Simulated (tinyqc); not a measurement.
Velocity against current: domain walls in a thin film with perpendicular anisotropy: Bloch, Neel and chiral walls, motion and stripe domains. Computed by tinyqc, a small Python program. Command: `OMP_NUM_THREADS=1 python tinyqc.py 3000748 3000749 out.jsonl mwall walk`. One thread of a shared host (Intel(R) Xeon(R) Processor @ 2.30GHz), about 0.01 s of CPU time with the checks.

One-dimensional wall: polar angle theta(x), azimuth phi of the moment in the wall (phi = 0 Neel, 90 degrees Bloch). mu_0 = 1.25663706212e-6 T m/A, gamma = 1.76085963023e11 rad/(s T).

Inputs (values chosen for the exercise, for a model film):
```
quantity,value,unit
saturation magnetisation M_s,1190,kA/m
exchange stiffness A,21,pJ/m
uniaxial anisotropy K_u,1630,kJ/m^3
DMI constant D,0.22,mJ/m^2
thickness t,1.8,nm
damping alpha,0.018,-
current density J,0.13,1e12 A/m^2
spin Hall angle theta_SH,0.3,-
```

Drive: spin-orbit torque.

Constants: hbar = 1.054571817e-34 J s; e = 1.602176634e-19 C.

Method:
- K_eff = K_u - mu_0 M_s^2/2; Delta = sqrt(A/K_eff); sigma_0 = 4 sqrt(A K_eff); profile theta = 2 arctan exp(x/Delta); quality factor Q = 2 K_u/(mu_0 M_s^2).
- sigma(phi) = sigma_0 + 2 Delta K_D cos^2(phi) - pi D cos(phi), with the wall shape anisotropy K_D = N_x mu_0 M_s^2/2, N_x = t ln 2/(pi Delta). The minimum has cos(phi) = D/D_N for D < D_N = 4 Delta K_D/pi and phi = 0 beyond; sigma turns negative at D_c = (sigma_0 + 2 Delta K_D)/pi.
- Spin-orbit drive: B_SL = hbar theta_SH J/(2 e M_s t) acts as the field (pi/2) B_SL cos(phi). Steady state: v = (gamma Delta/alpha)(pi/2) B_SL cos(phi) = gamma Delta [B_D sin(phi) - (B_K/2) sin(2 phi)], B_K = 2 K_D/M_s, B_D = pi D/(2 M_s Delta); the root with phi between its rest value and 90 degrees; v saturates at v_D = gamma Delta B_D.

K_D = 66.3434 kJ/m^3

width parameter Delta = 5.32628 nm

azimuth phi = 60.7265 degrees

saturation velocity v_D = 51.1352 m/s

Steady motion:
```
J (1e12 A/m^2),B_SL (mT),phi (degrees),v (m/s),v at fixed rest phi (m/s)
0.02,0.92,73.788,21.066,36.9
0.05,2.30,80.055,32.577,92.2
0.10,4.61,83.935,39.861,184.5
0.20,9.22,86.593,44.841,368.9
0.50,23.05,88.529,48.434,922.3
1.00,46.09,89.244,49.752,1844.7
2.00,92.19,89.617,50.435,3689.4
5.00,230.47,89.846,50.853,9223.5
```

The linear law holds to 5 % in 0 of the eight rows; in the last row v is 99.4 % of v_D = pi gamma D/(2 M_s), which depends on neither alpha nor theta_SH. Caution: pinning, heating and tilting of the wall are left out.

Extremes, crossings and ranges named in words are read from the listed rows.
